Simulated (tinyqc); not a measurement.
Bandgap voltage reference from two bipolar transistors: one step of the calculation.

Two transistors of area 1 and N carry the same current I. Is(T) = Is (T/T0)^eta exp[(Vg0 q/kB)(1/T0 - 1/T)], VBE1 = Vt ln(I/Is(T)) + I rb, VBE2 = Vt ln(I/(N Is(T))) + I rb/N. The amplifier forces I R1(T) = VBE1 - VBE2 + Vos, with R(T) = R (1 + tc (T - T0)) for both resistors, and the output is Vref = VBE1 + I R2(T). Base currents and the Early effect are neglected.

Question. Resistor for zero slope at T0, ideal case. With tc = 0, Vos = 0 and rb = 0 the current is proportional to T, dVBE/dT = (VBE - Vg0 - (eta - 1) Vt)/T, and Vref has zero slope at T0 when Vref = Vg0 + (eta - 1) Vt0. Find VBE1, its slope, that Vref, R2/R1 and the curvature d2Vref/dT2 = -(eta - 1) kB/(q T0).

Parameters, values chosen for the exercise; values of the order met in silicon bipolar transistors:
```
symbol    value  unit                                                   meaning
T0          300     K                                     reference temperature
Vg0       1.172     V                      band-gap voltage extrapolated to 0 K
eta           4                  temperature exponent of the saturation current
Is      3.1e-16     A           saturation current of the unit transistor at T0
N            24                             area ratio of the second transistor
R1          2.1  kohm  resistor across which the difference of VBE falls, at T0
```

Constants: q = 1.602176634e-19 C, kB = 1.380649e-23 J/K. Results are converted to the units shown.

Wanted: VBE1; dVBE/dT; Vref; R2/R1; curvature.

Answer.

VBE1 = 0.6608 V
dVBE/dT = -1.962 mV/K
Vref = 1.250 V
R2/R1 = 7.166
curvature = -0.8617 uV/K^2

tinyqc, about 0.02 s, one thread, Intel Xeon 2.30GHz (shared host): `OMP_NUM_THREADS=1 python tinyqc.py 2062099 2062100 out.jsonl`
